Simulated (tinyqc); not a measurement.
## CMOS latch-up, two-transistor model: effect of the temperature

A parasitic pnp (emitter at Vdd, base shunted by Rw) and npn (emitter at ground, base shunted by Rs) feed each other: the npn collector current flows out of the pnp base node, the pnp collector current into the npn base node. Forward-active transistors with constant gains: Icn = Isn exp(Vn/Vt), Icp = Isp (exp(Vp/Vt) - 1). A current Ii is injected into the npn base node.

Isn, Isp and Von are given at 325 K; the currents scale as T^3 exp(-1.12 V/Vt), Von falls by 1.5 mV/K, gains and resistances are fixed. Node equations: Vp/Rw + Icp/bp = Icn and Vn/Rs + Icn/bn = Icp + Ii. Loop gain G = gn gp/[(1/Rw + gp/bp)(1/Rs + gn/bn)], gn = Icn/Vt, gp = (Icp + Isp)/Vt; the off state ends where G = 1, and Ii there is the trigger current. On state with both base-emitter voltages at Von: npn base current Ib = (Von/Rs + bp Von/Rw)/(bn bp - 1), holding current Ih = (bn + 1) Ib + Von/Rs, holding voltage Vh = Vsat + Von + R2 (Ib + Von/Rs).

Values chosen for this exercise; values close to those of bulk CMOS: current gain of the npn bn = 11; current gain of the pnp bp = 2.6; saturation current of the npn at the reference temperature Isn = 3.1e-14 A; saturation current of the pnp at the reference temperature Isp = 2.2e-13 A; substrate resistance shunting the npn Rs = 88 ohm; well resistance shunting the pnp Rw = 670 ohm; resistance from the pnp collector to the npn base R2 = 400 ohm; base-emitter voltage in the on state Von = 0.73 V; saturation voltage Vsat = 0.17 V; supply voltage Vdd = 3.3 V.

Constants: q = 1.602176634e-19 C, kB = 1.380649e-23 J/K, Vt = kB T/q. Results are converted to the units shown.

Result of one run:
```
Vn at trigger (V)	trigger current (mA)	Ih (mA)	Vh (V)
0.45519	5.1319	9.9493	3.3588
```

Which temperature T gave this result: 233, 263, 293, 353 or 443 K?

T = 443 K.

The whole series:
```
T (K)	Vn at trigger (V)	trigger current (mA)	Ih (mA)	Vh (V)
233	0.82366	9.4435	15.617	5.1752
263	0.77538	8.8837	14.807	4.9157
293	0.72562	8.3060	13.997	4.6562
323	0.67440	7.7105	13.188	4.3968
353	0.62174	7.0965	12.378	4.1373
383	0.56763	6.4630	11.569	3.8778
413	0.51209	5.8088	10.759	3.6183
443	0.45519	5.1319	9.9493	3.3588
```

As T goes from 233 to 443 K, the trigger current falls from 9.44 to 5.13 mA, Ih falls from 15.6 to 9.95 mA and Vh falls from 5.18 to 3.36 V. Vh exceeds the supply Vdd = 3.3 V, which then cannot sustain a latched state, in 8 of the 8 rows.

Program tinyqc, `OMP_NUM_THREADS=1 python tinyqc.py 2670114 2670115 out.jsonl`; Intel Xeon 2.30GHz, shared host, one thread, about 0.06 s.
